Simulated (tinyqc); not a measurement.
Undoped gate-all-around wire MOSFET, analytic charge model: one step of the calculation.

An undoped round wire of radius R under an insulator shell and a surrounding gate; long channel, electrons only, n = ni exp((psi - V)/Vt) with V the quasi-Fermi potential (0 at the source, Vd at the drain), constant mobility, no quantisation. The radial Poisson equation gives n(r) = n(0)/(1 - (1 - b) r^2/R^2)^2 with b = Q0/(Q + Q0). Q is the electron charge per area of the wire surface.

Task. Drain current and line charge. Q solves Vg - V0 - V = Q/Cox + Vt ln(Q/Q0) + Vt ln(1 + Q/Q0). I = mu (2 pi R/L)[2 Vt (Qs - Qd) + (Qs^2 - Qd^2)/(2 Cox) + Vt Q0 ln((Qd + Q0)/(Qs + Q0))], with Qs at V = 0 and Qd at V = Vd. Electrons per length at the source: 2 pi R Qs/q; surface over centre density: (1 + Qs/Q0)^2.

Values chosen for this exercise; material values close to those of silicon: temperature T = 350 K; wire radius R = 15 nm; channel mobility mu = 180 cm^2/(V s); gate length L = 0.1 um; drain voltage Vd = 0.3 V.

Constants: q = 1.602176634e-19 C, kB = 1.380649e-23 J/K, Vt = kB T/q. Results are converted to the units shown.

Qs = 77.525749 nC/cm^2
Qd = 0.027030707 nC/cm^2
Cox = 1.9232605 uF/cm^2
Q0 = 84.743297 nC/cm^2

Give: first term; second term; third term; I; electrons per length; surface over centre density.

Result.

first term = 0.79307 uA
second term = 0.26507 uA
third term = -0.28154 uA
I = 0.77660 uA
electrons per length = 0.45604 1/nm
surface over centre density = 3.6666

The square-law term makes up 34.1 % of the current.

Numbers from tinyqc (`OMP_NUM_THREADS=1 python tinyqc.py 2460033 2460034 out.jsonl`; about 0.04 s on one thread of a shared Intel Xeon 2.30GHz).
